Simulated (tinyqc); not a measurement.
Thickness from the minima: X-ray reflectivity of a thin film on silicon: critical angles, Parratt recursion, fringes and roughness. Computed by tinyqc, a small Python program. Command: `OMP_NUM_THREADS=1 python tinyqc.py 3121223 3121224 out.jsonl xrr walk`. One thread of a shared host (Intel(R) Xeon(R) Processor @ 2.30GHz), about 0.01 s of CPU time with the checks.

n = 1 - delta + i beta; the classical electron radius is r_e = 2.8179403e-6 nm. Layer 0 is vacuum, 1 the film, 2 the substrate.

Inputs (values chosen for the exercise, modelled on ruthenium on silicon, copper K-alpha radiation):

| quantity | value | unit |
|---|---|---|
| wavelength lambda | 0.15406 | nm |
| film density rho | 11.9 | g/cm^3 |
| effective electrons per unit mass, film | 0.435 | mol/g |
| beta/delta, film | 0.083 | - |
| film thickness d | 34.9 | nm |
| roughness of the surface sigma_1 | 1.1 | nm |
| roughness of the interface sigma_2 | 0.64 | nm |
| substrate density | 2.33 | g/cm^3 |
| effective electrons per unit mass, substrate | 0.507 | mol/g |
| beta/delta, substrate | 0.023 | - |
| grazing angle theta | 1.13 | degrees |

Constants: N_A = 6.02214076e+23 1/mol.

Method:
- delta = r_e lambda^2 rho_e/(2 pi), rho_e = density x electrons per mass x N_A; critical angle sqrt(2 delta), q_c = 4 sqrt(pi r_e rho_e).
- k_j = (2 pi/lambda) sqrt(sin^2 theta - 2 delta_j + 2 i beta_j); r_ij = (k_i - k_j)/(k_i + k_j) x exp(-2 k_i k_j sigma^2) (Nevot-Croce); r = (r_01 + r_12 p)/(1 + r_01 r_12 p), p = exp(2 i k_1 d); R = |r|^2.
- Far above the critical angle the period is d theta = lambda/(2 d), or 2 pi/d in q; the envelope runs between (|r_01| - |r_12 p|)^2 and (|r_01| + |r_12 p|)^2; contrast = 2 a b/(a^2 + b^2) with a = |r_01|, b = |r_12 p|; roughness factors on the amplitudes are about exp(-q^2 sigma^2/2).
- Minima of R theta^4 are located on 6001 points over 7.5 periods, from 1.15 times the larger critical angle. With refraction, sin^2(theta_m) = 2 delta + m^2 (lambda/(2 d))^2, m integer or half-integer; the first six minima are used, and the first order is the one that minimises the largest residual of the least-squares line plus the distance of its intercept from 2 delta. Without refraction, d = lambda/(2 x mean step of sin theta).

Constants:

| layer | rho_e (1/nm^3) | delta | beta | critical angle (degrees) | q_c (1/nm) |
|---|---|---|---|---|---|
| film | 3117.36 | 3.31832e-05 | 2.75421e-06 | 0.466764 | 0.664499 |
| substrate | 711.40 | 7.57263e-06 | 1.74170e-07 | 0.222977 | 0.317437 |

period in theta = 0.126461 degrees

Minima:

| order m | theta (degrees) | sin^2 theta |
|---|---|---|
| 3 | 0.6027 | 1.1065e-04 |
| 4 | 0.6890 | 1.4460e-04 |
| 5 | 0.7864 | 1.8836e-04 |
| 6 | 0.8912 | 2.4191e-04 |
| 7 | 1.0009 | 3.0513e-04 |
| 8 | 1.1142 | 3.7814e-04 |

d with refraction = 34.927 nm

d without refraction = 43.145 nm

What follows from these numbers?

Against d = 34.9 nm the errors are +0.08 % with and +23.62 % without refraction. The orders are integers, as r_01 and r_12 have opposite signs for a film denser than the substrate.

Extremes, crossings and ranges named in words are read from the listed rows.
